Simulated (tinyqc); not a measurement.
Capacitances against the space between lines.

Endless row of lines of width wl, height tl and space sl between grounded planes at distance hd; e2 fills the gaps beside the lines, e1 the rest. Laplace's equation is solved on meshes of 3, 6 and 12 steps per unit u and extrapolated (Aitken), which is good to about 0.2 %. C_even (all lines at 1 V) is the capacitance Cg to the planes; C_odd (neighbours in antiphase) = Cg + 4 Cc if only nearest neighbours couple, which defines Cc; total with quiet neighbours Cg + 2 Cc. Plate values 2 eps0 e1 wl/hd and eps0 e2 tl/sl.

Inputs (values chosen for the exercise):
```
symbol,value,unit,meaning
e1,3.9,,relative permittivity above and below the lines
e2,1,,relative permittivity between the lines
wl,4,u,"line width, in units u"
tl,12,u,line height
hd,8,u,distance to each plane
```

Constants: eps0 = 8.8541878128e-12 F/m. Results are converted to the units shown.

The same in every row: plate Cg (aF/um) = 34.5.

Results:
columns A: sl (u); B: Cg (aF/um); C: Cc (aF/um); D: Cg + 2 Cc (aF/um); E: C_odd (aF/um); F: plate Cc (aF/um); G: share of coupling, 2 Cc/(Cg + 2 Cc) (%)
```
A      B     C    D    E     F     G
2   50.6  85.4  221  392  53.1  77.2
4   64.1  46.0  156  248  26.6  58.9
6   75.4  29.9  135  195  17.7  44.3
12  98.0  10.7  119  141  8.85  18.0
16   106  5.71  118  129  6.64  9.71
24   114  1.65  117  120  4.43  2.82
```

Estimate the missing row, sl = 8 u.

Computed row:
columns A: sl (u); B: Cg (aF/um); C: Cc (aF/um); D: Cg + 2 Cc (aF/um); E: C_odd (aF/um); F: plate Cc (aF/um); G: share of coupling, 2 Cc/(Cg + 2 Cc) (%)
```
A     B     C    D    E     F     G
8  84.6  20.8  126  168  13.3  33.0
```

With this row back in the table: As sl goes from 2 to 24, Cg rises from 50.6 to 114 aF/um, Cc falls from 85.4 to 1.65 aF/um and the share of coupling falls from 77.2 to 2.82 %. Cg is 1.46 times its plate value in the first row and 3.29 times in the last; for Cc the ratios are 1.61 and 0.372. Neighbours in antiphase raise the load by a factor of 1.77 and 1.03 over quiet ones. For sl = 2, 4 the planes are farther than 0.8 of the pitch, so second neighbours couple too and Cg + 2 Cc understates the quiet load by a per cent or more.

Numbers from tinyqc (`OMP_NUM_THREADS=1 python tinyqc.py 2790102 2790103 out.jsonl`; about 1 s on one thread of a shared Intel Xeon 2.30GHz).
